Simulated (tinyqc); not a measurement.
Rapid thermal processing of a wafer: radiative balance, ramp and cooling, pattern effects, pyrometer error and spike budget: one step, computed by the program tinyqc. Command: `OMP_NUM_THREADS=1 python tinyqc.py 3111164 3111165 out.jsonl rtp walk`. One thread of a shared host (Intel(R) Xeon(R) Processor @ 2.30GHz), about 0.04 s of CPU time with the checks.

The wafer is opaque and uniform through its thickness unless said otherwise; temperatures in formulas are in kelvin (C + 273.15). sigma = 5.670374419e-12 W/(cm^2 K^4).

Problem. Pyrometer error. Signal proportional to eps/(exp(c2/(lambda T)) - 1), c2 = h c/k_B. If the assumed emissivity is too high by the given error, the reading T' solves (1 + error)/(exp(c2/(lambda T')) - 1) = 1/(exp(c2/(lambda T)) - 1). Wien estimate: T' - T = -lambda T^2 ln(1 + error)/c2. Process rates go as exp(-E_a/(k_B T)).

Inputs (values chosen for the exercise, modelled on a hot silicon wafer):

| quantity | value | unit |
|---|---|---|
| process temperature | 1140 | C |
| pyrometer wavelength | 0.95 | micrometre |
| error of the assumed emissivity | 7.1 | % |
| activation energy of the process E_a | 3.46 | eV |

Constants: h = 6.62607015e-34 J s; c = 299792458 m/s; k_B = 1.380649e-23 J/K; k_B = 8.617333262e-05 eV/K.

Give: c2; c2/(lambda T); reading less true temperature; Wien estimate; rate at T over rate at T', less 1.

Solution.

c2 = 14388 micrometre K

c2/(lambda T) = 10.72

reading less true temperature = -8.987 K

Wien estimate = -9.045 K

rate at T over rate at T', less 1 = 19.94 %
